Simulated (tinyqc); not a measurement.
## Modulation-doped quantum well, Poisson-Schroedinger loop: effect of the applied field along z

A well of width L centred at z = 0 between barriers Vb; effective-mass electrons, parabolic bands. The electrons come from donor sheets outside the mesh, a share fL of Ns on the left and the rest on the right, so the structure is neutral. Energies are counted from the band edge of the well, with U = 0 on the first node in the Hartree part.

Schroedinger equation -C d/dz (1/m) dpsi/dz + (V0 + U) psi = E psi, C = hbar^2/(2 m0), on a fine mesh (400 intervals across the well) with hard walls 3.5 nm outside the well edges (to within half a fine step); the lowest 2 levels are kept. V0 = 0 in the well and Vb outside, plus q Fz z (1 kV/cm = 1e-4 eV/nm). N_k = D Vt ln(1 + exp((EF - E_k)/Vt)), D = md m0 q/(pi hbar^2), sum N_k = Ns; n = sum N_k |psi_k|^2. dU/dz = q (fL Ns - integral of n from the left)/(eps0 eps_r). The loop is converged to 1e-9 eV; shares under 0.001 % are printed as 0.

Parameters, values chosen for the exercise; material values close to those of GaN in AlGaN:
```
symbol  value   unit                               meaning
T         4.2      K                           temperature
mw      0.204     m0              mass along z in the well
mb      0.248     m0          mass along z in the barriers
md      0.205     m0                         in-plane mass
Vb      0.408     eV                        barrier height
eps_r    9.25           relative permittivity (all layers)
L           7     nm                            well width
Ns       1e12  cm^-2            sheet density of electrons
fL        0.5         share of the donors on the left side
```

Constants: q = 1.602176634e-19 C, kB = 1.380649e-23 J/K, hbar = 1.054571817e-34 J s, m0 = 9.1093837015e-31 kg, Vt = kB T/q, eps0 = 8.8541878128e-14 F/cm where lengths are in cm, hbar^2/(2 m0) = 0.0380998212 eV nm^2. Results are converted to the units shown.

The same in every row: EF - E1 (meV) = 11.7; share of E2 (%) = 0.

Result of one run:

| Fz (kV/cm) | E2 - E1 (meV) | centroid (nm) | charge in the barriers (%) | range of U in the well (meV) |
|---|---|---|---|---|
| 0 | 70.4 | 0 | 1.34 | 21.4 |

What becomes of these results when the applied field along z Fz is changed from 0 to 60 kV/cm, all else the same?

Result of the changed run:

| Fz (kV/cm) | E2 - E1 (meV) | centroid (nm) | charge in the barriers (%) | range of U in the well (meV) |
|---|---|---|---|---|
| 60 | 71.5 | -0.336 | 1.43 | 24.8 |

The whole series:

| Fz (kV/cm) | E2 - E1 (meV) | centroid (nm) | charge in the barriers (%) | range of U in the well (meV) |
|---|---|---|---|---|
| -60 | 71.5 | 0.336 | 1.43 | 24.8 |
| -45 | 71.0 | 0.253 | 1.39 | 23.9 |
| -30 | 70.7 | 0.169 | 1.36 | 23.1 |
| -15 | 70.5 | 0.0849 | 1.35 | 22.2 |
| 0 | 70.4 | 0 | 1.34 | 21.4 |
| 15 | 70.5 | -0.0849 | 1.35 | 22.2 |
| 30 | 70.7 | -0.169 | 1.36 | 23.1 |
| 45 | 71.0 | -0.253 | 1.39 | 23.9 |
| 60 | 71.5 | -0.336 | 1.43 | 24.8 |

As Fz goes from -60 to 60, E2 - E1 goes from 71.5 through a minimum of 70.4 (at Fz = 0 among the rows listed) to 71.5 meV, EF - E1 stays at 11.7 meV and the share of E2 stays at 0 %. EF stays below E2 throughout. The centroid falls from 0.336 to -0.336 nm. The spacing is smallest near the row where the centroid is closest to the middle: tilting the well confines the electrons more tightly.

tinyqc, about 0.1 s, one thread, Intel Xeon 2.30GHz (shared host): `OMP_NUM_THREADS=1 python tinyqc.py 2140003 2140004 out.jsonl`
